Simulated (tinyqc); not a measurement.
Bloch-Grueneisen resistivity of a metal: one step, computed by the program tinyqc. Command: `OMP_NUM_THREADS=1 python tinyqc.py 3025437 3025438 out.jsonl bg walk`. One thread of a shared host (Intel(R) Xeon(R) Processor @ 2.30GHz), about 0.01 s of CPU time with the checks.

Electrons scatter from a Debye spectrum of phonons (n = 5 for scattering within one band, n = 3 for scattering into a second, heavy band) and from static defects.

Question. Total resistivity and derived numbers. J_n(y) = int_0^y x^n e^x/(e^x - 1)^2 dx, by 96 Gauss-Legendre points (upper limit at most 60). rho_ph = (n - 1) rho_1 (T/Theta)^n J_n(Theta/T), with rho_1 = 2 pi lambda_tr k_B Theta/(hbar eps_0 w_p^2), the high-temperature line at T = Theta. rho = rho_0 + A T^2 + rho_ph. Temperature coefficient (1/rho) d rho/dT by a central difference of +/- 0.5 K; residual ratio rho(295 K)/rho(4.2 K); scattering time tau = 1/(eps_0 w_p^2 rho); Wiedemann-Franz kappa = L_0 T/rho, L_0 = (pi^2/3)(k_B/e)^2.

Inputs (values chosen for the exercise, modelled on tungsten): exponent n = 5; Debye temperature Theta = 322 K; transport coupling lambda_tr = 0.24; Drude plasma energy hbar w_p = 7.1 eV; residual resistivity rho_0 = 0.015 microohm cm; temperature T = 295 K; coefficient A of T^2 = 4.2 picoohm cm/K^2.

Addition: T^2 term.

Constants: k_B = 1.380649e-23 J/K; hbar = 1.054571817e-34 J s; eps_0 = 8.8541878128e-12 F/m; hbar = 6.582119569e-16 eV s; k_B = 8.617333262e-05 eV/K.

Give: resistivity rho; temperature coefficient; residual resistance ratio; scattering time; Wiedemann-Franz conductivity.

Answer.

resistivity rho = 5.676 microohm cm

temperature coefficient = 4.008 1e-3/K

residual resistance ratio = 376.5

scattering time = 17.10 fs

Wiedemann-Franz conductivity = 127.0 W/(m K)
